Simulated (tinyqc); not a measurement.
# Trap density from one capacitance

Problem. Traps spread evenly through the insulator exchange electrons with the semiconductor by tunnelling, with tau(x) = t0 exp(2 ka x) at depth x from the interface. The admittance per area Y seen at depth x obeys dY/dx = -Y^2/(i w eps0 eox) + q Nb ln(1 + i w tau)/tau, with Y(0) = i w Cs and w = 2 pi f; the gate sees Y(tox) = G + i w C. Working variable y = Y/(i w), in uF/cm^2. Cox = eps0 eox/tox. Find Nb and G/w.

Inputs (values chosen for the exercise):

| symbol | value | unit | meaning |
|---|---|---|---|
| eox | 8.88 |  | relative permittivity of the insulator |
| tox | 3.7 | nm | insulator thickness |
| Cs | 0.74 | uF/cm^2 | semiconductor capacitance in accumulation |
| ka | 4.1 | 1/nm | decay constant of the wave function in the insulator |
| t0 | 4e-11 | s | time constant of a trap at the interface |
| f | 1000 | Hz | frequency |

Constants: q = 1.602176634e-19 C, eps0 = 8.8541878128e-14 F/cm where lengths are in cm. Results are converted to the units shown.

C = 0.65729543 uF/cm^2

Answer. C rises steadily with Nb, so one density matches; in practice ka and t0 must come from the frequency dependence.

Nb = 5.40e18 cm^-3 eV^-1
G/w = 0.0121 uF/cm^2

tinyqc, about 0.4 s, one thread, Intel Xeon 2.30GHz (shared host): `OMP_NUM_THREADS=1 python tinyqc.py 2202190 2202191 out.jsonl`
